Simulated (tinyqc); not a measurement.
Metal gate on a two-layer dielectric stack with fixed charge and a dipole: one step of the calculation.

Gate, layer 2, layer 1, p-type semiconductor; x runs from the gate inwards. Charges are counted in units of +q. psi is the band bending at the surface, positive towards inversion. Classical charge, Boltzmann statistics, no interface traps.

Question. Flat-band voltage, term by term. EOT = 3.9 (t1/e1 + t2/e2), Cox = eps0/(t1/e1 + t2/e2); phi_ms = pM - (chi + Eg - Vt ln(Nv/Na)). Vfb = phi_ms + Vd - (q/eps0) [Q1 (t1/e1 + t2/e2) + Q2 t2/e2 + r1 (t1^2/(2 e1) + t1 t2/e2) + r2 t2^2/(2 e2)]: each charge counts with its electrical distance from the gate.

Inputs (values chosen for the exercise); band and dielectric values close to those of germanium, layer 1 close to silicon dioxide, layer 2 close to aluminium oxide: temperature T = 300 K; band gap Eg = 0.661 eV; valence-band density of states at T Nv = 6.1e18 cm^-3; electron affinity chi = 4.05 eV; acceptor density Na = 8.6e16 cm^-3; work function of the gate metal pM = 4.12 eV; thickness of layer 1, next to the semiconductor t1 = 1.2 nm; relative permittivity of layer 1 e1 = 3.88; thickness of layer 2, next to the gate t2 = 2 nm; relative permittivity of layer 2 e2 = 9.27; fixed charge at the semiconductor interface Q1 = 3e11 cm^-2; fixed charge between the layers Q2 = 6.5e11 cm^-2; uniform charge density in layer 1 r1 = 0 cm^-3; uniform charge density in layer 2 r2 = 2.9e18 cm^-3; flat-band shift by a dipole layer between the layers Vd = 0 V.

Constants: q = 1.602176634e-19 C, kB = 1.380649e-23 J/K, Vt = kB T/q, eps0 = 8.8541878128e-14 F/cm where lengths are in cm. Results are converted to the units shown.

Give: terms; Vfb.

Answer.

terms (V): phi_ms -0.4808, dipole 0.0000, Q1 -0.0285, Q2 -0.0254, r1 0.0000, r2 -0.0113
Vfb = -0.5460 V

Apart from phi_ms the largest term is that of Q1, -28.5 mV; all charges and the dipole together move Vfb by -65.2 mV.

Numbers from tinyqc (`OMP_NUM_THREADS=1 python tinyqc.py 2010021 2010022 out.jsonl`; about 0.01 s on one thread of a shared Intel Xeon 2.30GHz).
